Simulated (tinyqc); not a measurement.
Length of a polyene: Hueckel, PPP and singles CI along the polyenes. Computed by the program tinyqc. 

All-trans chains of carbon centres 1.40 angstrom apart:
```
parameter                               value
beta (eV), times 1 +/- alternation  -2.680000
alternation                          0.050000
W (eV)                              11.160000
gamma_rr (eV)                       10.740000
repulsion formula                        Ohno
```

Hueckel uses the same beta without repulsion; CIS keeps all single excitations and so misses the low, doubly excited 2Ag state. W is the valence ionisation energy of a centre, MN the Mataga-Nishimoto formula, f the oscillator strength.

Gaps and excitations (eV):
```
centres  Hueckel gap  PPP orbital gap  bright singlet (CIS)       f  lowest triplet (CIS)
2             5.6280          13.0565                7.2838  0.6245                3.9722
4             3.6311          10.2204                5.6201  1.1707                2.7549
6             2.7210           8.7851                4.6650  1.6494                2.1739
8             2.2062           7.9271                4.0547  2.0788                1.8569
10            1.8764           7.3637                3.6353  2.4675                1.6658
12            1.6476           6.9709                3.3331  2.8257                1.5422
14            1.4800           6.6850                3.1080  3.1620                1.4580
```

The Hueckel gap tends to 4 x alternation x |beta| = 0.54 eV for long chains. Exchange opens the PPP orbital gap, and the attraction of electron and hole brings the bright state 3.58 eV below it at 14 centres; the triplet lies 1.65 eV lower still.
